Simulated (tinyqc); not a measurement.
MP2 on RHF in the sto-3g basis, for H3+, spin multiplicity 1, step by step. Computed by tinyqc, a small Python program that keeps every step (integrals from PySCF). Settings: charge = 1, multiplicity = 1, basis = sto-3g, method = RHF, energy threshold = 1e-10, iteration cap = 50, orthogonalisation = canonical, start = Wolfsberg-Helmholz matrix, DIIS depth = 6. Command: `OMP_NUM_THREADS=1 python tinyqc.py 27006 27007 out.jsonl` (the two numbers bound the seeds that draw the settings). One thread of a shared host (Intel(R) Xeon(R) Processor @ 2.60GHz), about 0.2 s of CPU time with the checks. The early iterations of the SCF are left out here.

## One-electron integrals

Geometry (angstrom):
```
atom        x        y         z
H     0.00000  0.00000   0.00000
H     0.00000  0.00000   0.85800
H     0.00000  0.00000  -0.85800
```

Basis sto-3g: exponents (1/bohr^2) and contraction coefficients of normalised primitives:
```
element  l (shell)  exponent  coefficient
H            s (1)   3.42525      0.15433
H            s (1)   0.62391      0.53533
H            s (1)   0.16886      0.44463
```

Overlap, kinetic and nuclear-attraction integrals over the contracted functions; the nuclear repulsion is the sum of Za Zb / Rab.

nuclear repulsion = 1.5418916 hartree

overlap S, order 1H 1s, 2H 1s, 3H 1s:
$$\begin{pmatrix}
1.00000 & 0.58362 & 0.58362 \\
0.58362 & 1.00000 & 0.18671 \\
0.58362 & 0.18671 & 1.00000
\end{pmatrix}$$

kinetic energy T (hartree), order 1H 1s, 2H 1s, 3H 1s:
$$\begin{pmatrix}
0.76003 & 0.17265 & 0.17265 \\
0.17265 & 0.76003 & -0.00330 \\
0.17265 & -0.00330 & 0.76003
\end{pmatrix}$$

nuclear attraction V (hartree), order 1H 1s, 2H 1s, 3H 1s:
$$\begin{pmatrix}
-2.39397 & -1.24067 & -1.24067 \\
-1.24067 & -2.11819 & -0.36770 \\
-1.24067 & -0.36770 & -2.11819
\end{pmatrix}$$

core Hamiltonian H = T + V (hartree), order 1H 1s, 2H 1s, 3H 1s:
$$\begin{pmatrix}
-1.63394 & -1.06803 & -1.06803 \\
-1.06803 & -1.35816 & -0.37100 \\
-1.06803 & -0.37100 & -1.35816
\end{pmatrix}$$

## Two-electron integrals

Functions are numbered as in S; the eight-fold symmetry (ij|kl) = (ji|kl) = (kl|ij) leaves the list below.

Two-electron integrals (ij|kl) in chemists' order, unique and non-zero (hartree):
```
(11|11) 0.77461   (21|11) 0.37969   (21|21) 0.22608   (22|11) 0.52662
(22|21) 0.37969   (22|22) 0.77461   (31|11) 0.37969   (31|21) 0.17359
(31|22) 0.23155   (31|31) 0.22608   (32|11) 0.11525   (32|21) 0.06129
(32|22) 0.09429   (32|31) 0.06129   (32|32) 0.01891   (33|11) 0.52662
(33|21) 0.23155   (33|22) 0.30547   (33|31) 0.37969   (33|32) 0.09429
(33|33) 0.77461
```

## Orthogonalisation

S = U s U^T; canonical form X = U s^(-1/2), so that X^T S X = 1. Each column of U has its largest component positive (the first on a tie).

eigenvalues of S: [0.26273, 0.81329, 1.92397]

X, order 1H 1s, 2H 1s, 3H 1s:
$$\begin{pmatrix}
1.45498 & 0.00000 & 0.48028 \\
-0.91902 & 0.78408 & 0.38019 \\
-0.91902 & -0.78408 & 0.38019
\end{pmatrix}$$

## Starting guess

The start is the generalised Wolfsberg-Helmholz matrix (K = 1.75) built on H; D = 2 C_occ C_occ^T.

D at the start, order 1H 1s, 2H 1s, 3H 1s:
$$\begin{pmatrix}
0.64405 & 0.36757 & 0.36757 \\
0.36757 & 0.20978 & 0.20978 \\
0.36757 & 0.20978 & 0.20978
\end{pmatrix}$$

## Iteration 4 (converged): orbitals

converged F (hartree), order 1H 1s, 2H 1s, 3H 1s:
$$\begin{pmatrix}
-0.91932 & -0.76525 & -0.76525 \\
-0.76525 & -0.63895 & -0.37529 \\
-0.76525 & -0.37529 & -0.63895
\end{pmatrix}$$

Diagonalise F' = X^T F X, C = X C', fill 1 alpha and 1 beta electrons from the bottom; D = 2 C_occ C_occ^T. Each column has its largest component positive (the first on a tie).

F' = X^T F X (hartree):
$$\begin{pmatrix}
0.43361 & 0.00000 & -0.10474 \\
0.00000 & -0.32419 & 0.00000 \\
-0.10474 & 0.00000 & -1.06419
\end{pmatrix}$$

orbital energies (hartree): MO1 -1.07148, MO2 -0.32419, MO3 0.44090

coefficients C, order 1H 1s, 2H 1s, 3H 1s:
$$\begin{pmatrix}
0.58013 & 0.00000 & 1.41813 \\
0.31547 & 0.78408 & -0.94320 \\
0.31547 & -0.78408 & -0.94320
\end{pmatrix}$$

D after iteration 4, order 1H 1s, 2H 1s, 3H 1s:
$$\begin{pmatrix}
0.67311 & 0.36603 & 0.36603 \\
0.36603 & 0.19904 & 0.19904 \\
0.36603 & 0.19904 & 0.19904
\end{pmatrix}$$

## Convergence

Stop when the energy changes by less than 1e-10 hartree and every element of the error matrix X^T (F D S - S D F) X is below 3e-06.

Course of the cycle:
```
iteration  E (hartree)     change  largest element of the error matrix
1           -1.2053261          -                             2.31e-02
2           -1.2055277  -2.02e-04                             3.31e-03
3           -1.2055320  -4.24e-06                             3.63e-07
4           -1.2055320  -4.22e-14                             1.52e-07
```

PySCF RHF in the same basis = -1.2055320 hartree

Converged in 4 iterations.

## Populations, bond orders and dipole

Mulliken: Z minus the diagonal of D S on the atom; Loewdin: the same with S^(1/2) D S^(1/2); Mayer order: 2 sum_s sum (D(s) S)_ij (D(s) S)_ji over the two atoms.

Charges (e):
```
atom  Mulliken   Loewdin
1H    -0.10035  -0.02633
2H     0.55018   0.51317
3H     0.55018   0.51317
```

Mayer bond orders:
```
pair    order
2-1   0.49496
3-1   0.49496
3-2   0.20234
```

dipole moment about the origin, x y z (debye): [0.00000, 0.00000, 0.00000]

## Integrals over molecular orbitals

(pq|rs) = sum C_ip C_jq C_kr C_ls (ij|kl), one index at a time.

one-electron integrals over orbitals h = C^T H C (hartree):
$$\begin{pmatrix}
-1.67594 & 0.00000 & -0.10203 \\
0.00000 & -1.21378 & 0.00000 \\
-0.10203 & 0.00000 & -0.64832
\end{pmatrix}$$

Two-electron integrals over orbitals (pq|rs), unique and non-zero (hartree):
```
(11|11) 0.60446    (21|21) 0.14580    (22|11) 0.51770    (22|22) 0.55995
(31|11) 0.10203    (31|22) -0.02515   (31|31) 0.13093    (32|21) -0.13673
(32|32) 0.15566    (33|11) 0.61007    (33|22) 0.54998    (33|31) 0.08911
(33|33) 0.65683
```

## Second-order Moller-Plesset energy

Hartree-Fock energy = -1.2055320 hartree

E2 = sum_ijab (ia|jb) [2 (ia|jb) - (ib|ja)] / (e_i + e_j - e_a - e_b) over occupied i, j and virtual a, b; the opposite-spin part is (ia|jb)^2 / denominator, the rest is same-spin, and SCS-MP2 scales them by 6/5 and 1/3.

Terms:
```
i  j  a  b  (ia|jb)  (ib|ja)  denominator      term
1  1  2  2  0.14580  0.14580     -1.49459  -0.01422
1  1  3  3  0.13093  0.13093     -3.02475  -0.00567
```

Pair energies (hartree; pair i-j sums ij and ji):
```
pair  opposite spin  same spin
1-1        -0.01989    0.00000
```

MP2 correlation energy = -0.0198902 hartree

SCS-MP2 correlation energy = -0.0238682 hartree

MP2 total energy = -1.2254222 hartree
